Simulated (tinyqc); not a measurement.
Deformation-potential model of the L valleys of a conduction band: one step. Strain from a uniaxial [001] stress.

s11 = (C11 + C12)/((C11 - C12)(C11 + 2 C12)), s12 = -C12/((C11 - C12)(C11 + 2 C12)), s44 = 1/C44; exx = s11 sxx + s12 (syy + szz) and cyclic, exy = s44 sxy/2; tension is positive. A uniaxial stress X along the unit vector n is s_ij = X n_i n_j.

Parameters, chosen for this exercise (near those of Ge; not measured data): C11 = 128.3 GPa; C12 = 49.7 GPa; C44 = 63.2 GPa; load = uniaxial [001] (kind of stress); X = -1.16 GPa (stress).

Task: Form the compliances and the strain.

Give: s11, s12, s44; strain tensor.

Result:

s11, s12, s44 (1/TPa): 9.9457  -2.7770  15.8228

strain tensor:
```
          x         y          z
x  0.003221  0.000000   0.000000
y  0.000000  0.003221   0.000000
z  0.000000  0.000000  -0.011537
```

(tinyqc, `OMP_NUM_THREADS=1 python tinyqc.py 1080869 1080870 out.jsonl`, Intel(R) Xeon(R) Processor @ 2.30GHz, 1 thread, shared host, about 0.01 s.)
